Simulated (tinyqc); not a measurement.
On-chip power grid, static voltage drop by conjugate gradients: one step of the calculation.

A grid of 4 rows and 4 columns, node k = 4 row + column. Neighbours in a row are joined by Rx, in a column by Ry; pad nodes, which reach the supply through Rp: 0, 15. Each node draws I0, node 12 draws kh I0. The drops u = Vdd - V solve G u = i, with G the conductance matrix (1/Rp added on the diagonal at pad nodes).

Question. Diagonal of G, loads and first direction. G_kk = sum of the conductances at node k. Start u = 0, so the residual is r = i; z = r/G_kk (Jacobi preconditioner), p = z.

Parameters, values chosen for the exercise: resistance of a horizontal segment Rx = 0.37 ohm; resistance of a vertical segment Ry = 0.61 ohm; resistance from a pad node to the supply Rp = 0.21 ohm; load current of an ordinary node I0 = 6.2 mA; factor on the load at the hot node kh = 3.

Find: G_kk; r at the start; p at the start.

Answer.

G_kk (S):
```
	col 0	col 1	col 2	col 3
row 0	9.104	7.045	7.045	4.342
row 1	5.981	8.684	8.684	5.981
row 2	5.981	8.684	8.684	5.981
row 3	4.342	7.045	7.045	9.104
```

r at the start (mA):
```
	col 0	col 1	col 2	col 3
row 0	6.200	6.200	6.200	6.200
row 1	6.200	6.200	6.200	6.200
row 2	6.200	6.200	6.200	6.200
row 3	18.60	6.200	6.200	6.200
```

p at the start (mV):
```
	col 0	col 1	col 2	col 3
row 0	0.6810	0.8801	0.8801	1.428
row 1	1.037	0.7139	0.7139	1.037
row 2	1.037	0.7139	0.7139	1.037
row 3	4.284	0.8801	0.8801	0.6810
```

Numbers from tinyqc (`OMP_NUM_THREADS=1 python tinyqc.py 2770220 2770221 out.jsonl`; about 0.3 s on one thread of a shared Intel Xeon 2.30GHz).
